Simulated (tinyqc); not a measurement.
Worked calculation: RHF in the sto-3g basis, for H6, spin multiplicity 1. One step of it, computed by the program tinyqc.

Problem. Iteration 3: diagonalisation and new density. Diagonalise F' = X^T F X, C = X C', fill 3 alpha and 3 beta electrons from the bottom; D = 2 C_occ C_occ^T. Each column has its largest component positive (the first on a tie).

extrapolated F (hartree), lower triangle:
```
           1H 1s      2H 1s      3H 1s      4H 1s      5H 1s      6H 1s
1H 1s  -0.275067
2H 1s  -0.513906  -0.304166
3H 1s  -0.083050  -0.218746  -0.319801
4H 1s  -0.003106  -0.085893  -0.524943  -0.323949
5H 1s   0.000071  -0.005662  -0.086032  -0.223026  -0.326886
6H 1s  -0.002682   0.001426  -0.004629  -0.087895  -0.526076  -0.296536
```

X, lower triangle:
```
           1H 1s      2H 1s      3H 1s      4H 1s      5H 1s     6H 1s
1H 1s   1.154220
2H 1s  -0.360744   1.195369
3H 1s   0.042736  -0.188340   1.199536
4H 1s  -0.010878   0.043992  -0.373638   1.199423
5H 1s   0.001103  -0.004185   0.043961  -0.188115   1.195716
6H 1s  -0.000283   0.001105  -0.010888   0.042739  -0.361338  1.154666
```

Give: F' = X^T F X; orbital energies; coefficients C; D after iteration 3.

Solution.

F' = X^T F X (hartree), lower triangle:
```
         1        2        3        4        5        6
1   0.0197
2  -0.5340   0.0478
3   0.0538  -0.2216   0.0381
4  -0.0012   0.0524  -0.5471   0.0334
5   0.0013  -0.0056   0.0530  -0.2211   0.0246
6  -0.0040   0.0031  -0.0020   0.0497  -0.5333  -0.0015
```

orbital energies (hartree): MO1 -0.6063, MO2 -0.5302, MO3 -0.4416, MO4 0.3517, MO5 0.5719, MO6 0.8166

coefficients C:
```
          MO1      MO2      MO3      MO4      MO5      MO6
1H 1s  0.1691   0.3748  -0.3976  -0.5509  -0.7442   0.5290
2H 1s  0.2267   0.4078  -0.3227   0.3936   0.7799  -0.7152
3H 1s  0.3750   0.1424   0.4047   0.6511  -0.1157   0.9251
4H 1s  0.3923   0.0092   0.4184  -0.6379  -0.2276  -0.9108
5H 1s  0.3161  -0.3937  -0.2595  -0.4492   0.8010   0.6573
6H 1s  0.2530  -0.3873  -0.3352   0.6036  -0.7405  -0.4762
```

D after iteration 3, lower triangle:
```
         1H 1s    2H 1s    3H 1s    4H 1s   5H 1s   6H 1s
1H 1s   0.6543
2H 1s   0.6389   0.6436
3H 1s  -0.0883   0.0250   0.6494
4H 1s  -0.1932  -0.0847   0.6356   0.6582
5H 1s   0.0181  -0.0104  -0.0850   0.0236  0.6445
6H 1s   0.0619   0.0151  -0.1918  -0.0891  0.6389  0.6527
```
